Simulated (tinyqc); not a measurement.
CIS on RHF in the sto-3g basis, frozen core, for BeH2, spin multiplicity 1, step by step. One step of it, computed by the program tinyqc.

Task: CIS matrix, triplets. A(ia,jb) = (e_a - e_i) d_ij d_ab - (ij|ab).

orbital energies (hartree): MO1 -4.530142, MO2 -0.426740, MO3 -0.384031, MO4 0.213853, MO5 0.213853, MO6 0.377016, MO7 0.747314

Two-electron integrals over orbitals (pq|rs), unique and non-zero (hartree); the lowest 1 orbital is frozen and left out:
```
(22|22) 0.391090    (32|22) 0.043454    (32|32) 0.149361    (33|22) 0.380465
(33|32) -0.035659   (33|33) 0.423698    (42|42) 0.047218    (43|42) -0.004229
(43|43) 0.013416    (44|22) 0.356869    (44|32) -0.000133   (44|33) 0.339228
(44|44) 0.449859    (52|52) 0.047218    (53|52) -0.004229   (53|53) 0.013416
(54|54) 0.024249    (55|22) 0.356869    (55|32) -0.000133   (55|33) 0.339228
(55|44) 0.401360    (55|55) 0.449859    (62|22) -0.019648   (62|32) -0.013156
(62|33) -0.038622   (62|44) 0.063384    (62|55) 0.063384    (62|62) 0.080419
(63|22) -0.022805   (63|32) -0.088106   (63|33) 0.028944    (63|44) -0.013057
(63|55) -0.013057   (63|62) -0.005608   (63|63) 0.087801    (64|42) 0.046244
(64|43) -0.006600   (64|64) 0.049621    (65|52) 0.046244    (65|53) -0.006600
(65|65) 0.049621    (66|22) 0.377746    (66|32) -0.008419   (66|33) 0.393807
(66|44) 0.355549    (66|55) 0.355549    (66|62) -0.027775   (66|63) 0.011064
(66|66) 0.397578    (72|22) -0.012203   (72|32) -0.039349   (72|33) 0.005406
(72|44) 0.010360    (72|55) 0.010360    (72|62) 0.018697    (72|63) 0.059556
(72|66) -0.000906   (72|72) 0.058972    (73|22) -0.000211   (73|32) -0.001243
(73|33) -0.017623   (73|44) 0.067283    (73|55) 0.067283    (73|62) 0.074851
(73|63) -0.018567   (73|66) -0.021105   (73|72) 0.008689    (73|73) 0.084362
(74|42) 0.003966    (74|43) 0.012961    (74|64) 0.001572    (74|74) 0.016961
(75|52) 0.003966    (75|53) 0.012961    (75|65) 0.001572    (75|75) 0.016961
(76|22) 0.036619    (76|32) 0.135113    (76|33) -0.036517   (76|44) 0.000496
(76|55) 0.000496    (76|62) -0.010379   (76|63) -0.091064   (76|66) -0.010771
(76|72) -0.049073   (76|73) 0.000924    (76|76) 0.136569    (77|22) 0.409488
(77|32) 0.014509    (77|33) 0.418966    (77|44) 0.380385    (77|55) 0.380385
(77|62) -0.023113   (77|63) -0.006511   (77|66) 0.414595    (77|72) -0.006927
(77|73) 0.001228    (77|76) 0.010444    (77|77) 0.462024
```

Give: CIS matrix A, triplet.

Result:

CIS matrix A, triplet (hartree), lower triangle:
```
        2>4     2>5      2>6      2>7     3>4     3>5     3>6     3>7
2>4  0.2837
2>5  0.0000  0.2837
2>6  0.0000  0.0000   0.4260
2>7  0.0000  0.0000  -0.0366   0.7646
3>4  0.0001  0.0000   0.0000   0.0000  0.2587
3>5  0.0000  0.0001   0.0000   0.0000  0.0000  0.2587
3>6  0.0000  0.0000   0.0084  -0.1351  0.0000  0.0000  0.3672
3>7  0.0000  0.0000  -0.1351  -0.0145  0.0000  0.0000  0.0365  0.7124
```
